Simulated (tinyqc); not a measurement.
# Capacitance measurement on a leaky thin oxide: effects of series resistance and leakage: readings against frequency

The device is a capacitance C in parallel with a leakage conductance G, in series with Rs and Ls. An impedance meter reports either a parallel pair (Cp, Gp) from Y = 1/Z = Gp + i w Cp or a series pair (Cs, Rm) from Z = Rm + 1/(i w Cs); w = 2 pi f, dissipation D = Gp/(w |Cp|).

EOT = 3.9 tox/eox; CET = EOT + zc + zp; C = 3.9 eps0 A/CET; G = Jg A/Vs. Z = Rs + i w Ls + 1/(G + i w C); CET read from Cp = 3.9 eps0 A/Cp; errors under 0.001 % are printed as 0.

Values chosen for this exercise; values of the order met in thin-oxide MOS capacitors:
- eox = 7.29 (relative permittivity of the gate insulator (close to silicon nitride))
- tox = 4.7 nm (insulator thickness)
- A = 10000 um^2 (gate area)
- zc = 0.44 nm (oxide-equivalent thickness added by the accumulation layer)
- zp = 0 nm (oxide-equivalent thickness added by gate depletion)
- Jg = 0.00027 A/cm^2 (gate leakage current density, not matched to the thickness)
- Vs = 0.43 V (voltage for an e-fold rise of the leakage)
- Rs = 8.5 ohm (series resistance)
- Ls = 130 nH (series inductance)

Constants: eps0 = 8.8541878128e-14 F/cm where lengths are in cm. Results are converted to the units shown.

The same in every row: C (pF) = 116.9.

Results:
```
f (Hz)  Cp (pF)  Cs (pF)         D  error of Cp (%)  error of Cs (%)  CET read from Cp (nm)
1000      116.9    117.7   0.08551                0            0.731                  2.954
3000      116.9    117.0   0.02852                0           0.0812                  2.954
10000     116.9    116.9  0.008613                0          7.32e-3                  2.954
30000     116.9    116.9  0.003037                0                0                  2.954
3e5       116.9    116.9  0.002158          4.94e-3          5.41e-3                  2.954
1e6       116.9    117.0  0.006332           0.0560           0.0600                  2.953
3e6       117.5    117.5   0.01886            0.507            0.543                  2.939
1e7       123.8    124.3   0.06642             5.91             6.38                  2.789
3e7       217.9    254.0    0.4070             86.4              117                  1.585
```

Estimate the missing row, f = 1e5 Hz.

Computed row:
```
f (Hz)  Cp (pF)  Cs (pF)         D  error of Cp (%)  error of Cs (%)  CET read from Cp (nm)
1e5       116.9    116.9  0.001479                0                0                  2.954
```

With this row back in the table: D goes from 0.0855 through a minimum of 0.00148 (at f = 1e5 Hz among the rows listed) to 0.407; without inductance its minimum lies at f = sqrt(G (1 + G Rs)/Rs)/(2 pi C) = 1.17e5 Hz. The error of Cp goes from 0 to 86.4 % and that of Cs from 0.731 to 117 %; at low frequency Cp tends to C/(1 + G Rs)^2 and Cs grows as 1 + (G/(w C))^2. One of the two readings is within 2 % of C for f = 1000, 3000, 10000, 30000, 1e5, 3e5, 1e6, 3e6 Hz. At the highest frequencies Ls raises both readings, by about w^2 Ls C in relative terms.

Numbers from tinyqc (`OMP_NUM_THREADS=1 python tinyqc.py 2022003 2022004 out.jsonl`; about 0.01 s on one thread of a shared Intel Xeon 2.30GHz).
